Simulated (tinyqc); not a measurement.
Finite line against the semi-infinite law: electromigration in a confined line: Blech product, Korhonen stress evolution and Black's law. Computed by tinyqc, a small Python program. Command: `OMP_NUM_THREADS=1 python tinyqc.py 3013674 3013675 out.jsonl emigr walk`. One thread of a shared host (Intel(R) Xeon(R) Processor @ 2.30GHz), about 0.01 s of CPU time with the checks.

The electron wind pushes atoms from the cathode (x = 0) to the anode (x = L); blocking ends build a back stress (tension positive). The input rho is taken not to change with temperature. d sigma/dt = d/dx [kappa (d sigma/dx + G)], with zero flux at both ends and sigma = sigma_0 at t = 0.

Inputs (values chosen for the exercise, close to those used for aluminium lines):

| quantity | value | unit |
|---|---|---|
| resistivity rho | 3.62 | micro-ohm cm |
| atomic volume Omega | 16.6 | angstrom^3 |
| effective charge number Z* | 8.2 | - |
| prefactor D0 | 1.3e-07 | m^2/s |
| activation energy E | 0.715 | eV |
| effective modulus B | 33 | GPa |
| critical stress sigma_c | 380 | MPa |
| initial stress sigma_0 | 180 | MPa |
| current density j | 0.88 | MA/cm^2 |
| line length L | 140 | um |
| test temperature T | 200 | C |

Start: thermal stress.

Constants: e = 1.602176634e-19 C; k_B = 8.617333262e-05 eV/K; k_B = 1.380649e-23 J/K.

Method:
- G = Z* e rho j/Omega; D = D0 exp(-E/(k_B T)); kappa = D B Omega/(k_B T); drift velocity of an unconfined line v = D Z* e rho j/(k_B T). SI: 1 micro-ohm cm = 1e-8 ohm m, 1 MA/cm^2 = 1e10 A/m^2.
- Temperatures in kelvin are T(C) + 273.15.
- At steady state sigma(x) = sigma_0 + G (L/2 - x). A void forms only if the cathode stress reaches sigma_c, that is if j L exceeds (j L)_c = 2 Omega (sigma_c - sigma_0)/(Z* e rho). Time scale tau = L^2/kappa.
- sigma(x, t) = sigma_0 + G L [1/2 - x/L - 4 sum_(m odd) cos(m pi x/L) exp(-m^2 pi^2 s)/(m pi)^2], s = t/tau, summed to m = 399.
- Semi-infinite line: sigma(0, t) = sigma_0 + 2 G L sqrt(s/pi). One-term form: keep m = 1 alone.

tau = 20.6217 h

stress gradient G = 25.2120 MPa/um

Cathode stress (MPa):

| s | t (h) | full series | semi-infinite | one term |
|---|---|---|---|---|
| 0.002 | 4.1243e-02 | 358.1 | 358.1 | 542.3 |
| 0.005 | 1.0311e-01 | 461.6 | 461.6 | 583.2 |
| 0.01 | 2.0622e-01 | 578.3 | 578.3 | 648.8 |
| 0.02 | 4.1243e-01 | 743.3 | 743.3 | 770.6 |
| 0.05 | 1.0311e+00 | 1069.6 | 1070.6 | 1071.5 |
| 0.1 | 2.0622e+00 | 1411.7 | 1439.5 | 1411.7 |
| 0.2 | 4.1243e+00 | 1746.1 | 1961.2 | 1746.1 |
| 0.4 | 8.2487e+00 | 1917.2 | 2699.0 | 1917.2 |
| 0.8 | 1.6497e+01 | 1944.3 | 3742.3 | 1944.3 |

What does the comparison show, and why?

Among these rows the semi-infinite law holds to 1 % up to s = 0.05 and the one-term form from s = 0.05 on: the far end is felt once sqrt(kappa t) is no longer small against L, and by then the terms with m > 1 have nearly died out. The critical stress 380 MPa is passed between s = 0.002 and 0.005. Caution: rows beyond sigma_c are formal, since a void ends the model there.
